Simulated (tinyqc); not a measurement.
Interface roughness in a thin film (subband fluctuation and scattering): one step. The angular integrand. Three cases, with inputs chosen for the exercise.

Task: kF, qs, and exp(-q^2 Lc^2/4)(1 - cos theta) without and with the factor 1/eps^2 at theta = 30, 60, ..., 180 degrees.

Gaussian roughness spectrum S(q) = pi D^2 Lc^2 exp(-q^2 Lc^2/4). Degenerate gas, taken to fill one subband (the second starts to fill once c kF^2/md exceeds E2 - E1, which is not tested here): kF = sqrt(2 pi Ns/gv), q = 2 kF sin(theta/2), 1/tau = (md/(2 pi c hbar)) G^2 times the integral from 0 to pi of S(q)(1 - cos theta)/eps(q)^2 dtheta, eps(q) = 1 + qs/q with screening (qs = gv md q0/(c eps), q0 = e^2/(4 pi eps0), form factors left out, which overstates the screening; other scattering is left out too, so these values lie far above measured mobilities in all but the thinnest films) or 1 without; mobility = tau c2/md with c2 = e/m0 = 1.75882e15 cm^2/(V s^2); 1e12/cm^2 = 1e-4/angstrom^2.

Constants: hbar^2/2m0 = 3.80998211 eV angstrom^2; e^2/(4 pi eps0) = 14.39964547 eV angstrom.

Give: kF; qs; Integrand.

Case 1.

Values chosen (near those of a thin Ge channel on (111), one valley; the results hold for these values, not for the real material): md = 0.081 m0 (mass in the plane); gv = 1 (valleys); Lc = 46 angstrom (correlation length); Ns = 1.8 x 1e12/cm^2 (sheet density); eps = 12.2 (mean dielectric constant at the channel).

Result:

kF = 0.03363 1/angstrom
qs = 0.0251 1/angstrom

Integrand:
```
theta  q (1/angstrom)   bare  eps(q)  screened
30             0.0174  0.114    2.44    0.0191
60             0.0336  0.275    1.75    0.0902
90             0.0476  0.302    1.53     0.130
120            0.0582  0.249    1.43     0.122
150            0.0650  0.200    1.39     0.104
180            0.0673  0.183    1.37    0.0969
```

kF Lc = 1.55: the spectrum cuts off large angles, and the bare integrand is largest at 90 degrees among these rows.

Case 2.

Values chosen (near those of a thin GaN channel; the results hold for these values, not for the real material): md = 0.2 m0 (mass in the plane); gv = 1 (valleys); Lc = 48 angstrom (correlation length); Ns = 0.83 x 1e12/cm^2 (sheet density); eps = 9.2 (mean dielectric constant at the channel).

Result:

kF = 0.02284 1/angstrom
qs = 0.0822 1/angstrom

Integrand:
```
theta  q (1/angstrom)   bare  eps(q)  screened
30             0.0118  0.124    7.95   0.00196
60             0.0228  0.370    4.60    0.0175
90             0.0323  0.548    3.54    0.0437
120            0.0396  0.609    3.08    0.0643
150            0.0441  0.608    2.86    0.0742
180            0.0457  0.601    2.80    0.0768
```

kF Lc = 1.10: the spectrum cuts off large angles, and the bare integrand is largest at 120 degrees among these rows.

Case 3.

Values chosen (near those of a thin InGaAs channel; the results hold for these values, not for the real material): md = 0.045 m0 (mass in the plane); gv = 1 (valleys); Lc = 34 angstrom (correlation length); Ns = 1.4 x 1e12/cm^2 (sheet density); eps = 11.2 (mean dielectric constant at the channel).

Result:

kF = 0.02966 1/angstrom
qs = 0.0152 1/angstrom

Integrand:
```
theta  q (1/angstrom)   bare  eps(q)  screened
30             0.0154  0.125    1.99    0.0316
60             0.0297  0.388    1.51     0.170
90             0.0419  0.601    1.36     0.324
120            0.0514  0.700    1.30     0.417
150            0.0573  0.723    1.27     0.452
180            0.0593  0.723    1.26     0.459
```

kF Lc = 1.01: the roughness is short-ranged for these electrons, and back-scattering dominates.

Computed by tinyqc, one run a case: `OMP_NUM_THREADS=1 python tinyqc.py N N+1 out.jsonl` with N = 1250012, 1250357, 1250406; one thread of a shared Intel(R) Xeon(R) Processor @ 2.30GHz, about 0.01 s a run at most.
